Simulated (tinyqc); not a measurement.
Perpendicular magnetic tunnel junction: magnetoresistance, thermal stability and spin-torque switching: one step of the calculation.

A circular free layer treated as one macrospin with its easy axis out of plane. mu0 = 1.25663706212e-6 H/m, gyromagnetic ratio q/m0 (g = 2). Magnetic parameters are taken as given at T.

Task. Retention of the array. A bit flips thermally at the rate exp(-Delta)/t0; the chance that any of N bits flips in ten years (3.15576e8 s) is 1 - exp[-N (time/t0) exp(-Delta)]. The Delta needed for a chance of 1e-4 follows by inversion.

Values chosen for this exercise:
```
symbol   value  unit       meaning
t0           1    ns  attempt time
N       1.34e8                bits
```

Delta = 75.663838

Wanted: mean life of one bit; expected flips in ten years; Delta needed.

Result.

mean life of one bit = 2.2976e16 years
expected flips in ten years = 5.8321e-8
Delta needed = 68.217

Delta exceeds the need by 7.45.

Numbers from tinyqc (`OMP_NUM_THREADS=1 python tinyqc.py 2450152 2450153 out.jsonl`; about 0.01 s on one thread of a shared Intel Xeon 2.30GHz).
